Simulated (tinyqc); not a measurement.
Width of the well: exciton in a hard-walled quantum well (variational).

Electron and hole in the lowest states cos(pi z/L) of a hard-walled well; relative motion in the plane exp(-rho/lam). E(lam) = c/(mu lam^2) - (q/eps) <1/r>, <1/r> = integral over k from 0 to infinity of F(kL) (1 + (k lam/2)^2)^(-3/2), F(x) = [3x + 8 pi^2/x - 32 pi^4 (1 - exp(-x))/(x^2 (x^2 + 4 pi^2))]/(x^2 + 4 pi^2); c = hbar^2/2m0, q = e^2/(4 pi eps0). E is counted from the subband edge.

Constants: hbar^2/2m0 = 3.80998211 eV angstrom^2; e^2/(4 pi eps0) = 14.39964547 eV angstrom.

Parameters, chosen for this exercise (out of a larger set: near those of InGaAs; not measured data): eps = 14.2 (dielectric constant); Ls = (40, 71, 116, 269, 468, 715, 1686) angstrom (widths).

mu = 0.029718 m0
Ry* = 2.0052 meV
a* = 252.853 angstrom

The minimum for each width. The strength per area goes as |phi(0)|^2 = 2/(pi lam^2), listed relative to the strict two-dimensional value.

Results:

| L (angstrom) | L/a* | lam (angstrom) | binding (meV) | in Ry* | strength |
|---|---|---|---|---|---|
| 40 | 0.16 | 150.8 | 6.63 | 3.308 | 0.703 |
| 71 | 0.28 | 164.8 | 5.98 | 2.984 | 0.589 |
| 116 | 0.46 | 181.8 | 5.32 | 2.652 | 0.484 |
| 269 | 1.06 | 226.0 | 4.05 | 2.018 | 0.313 |
| 468 | 1.85 | 269.2 | 3.22 | 1.604 | 0.221 |
| 715 | 2.83 | 312.4 | 2.63 | 1.311 | 0.164 |
| 1686 | 6.67 | 436.3 | 1.64 | 0.820 | 0.084 |

The binding falls from 3.31 to 0.82 Ry*. It drops below the bulk value Ry* between 715 and 1686 angstrom, which is a failure of the trial function: it has no correlation along z, so it cannot reach the bulk limit. Even at L = 0.16 a* only 83 % of the two-dimensional limit is reached. With finite barriers the binding would peak at some width and fall again as the carriers leak out.

tinyqc: `OMP_NUM_THREADS=1 python tinyqc.py 1250877 1250878 out.jsonl`; about 0.02 s, one thread, shared Intel(R) Xeon(R) Processor @ 2.30GHz.
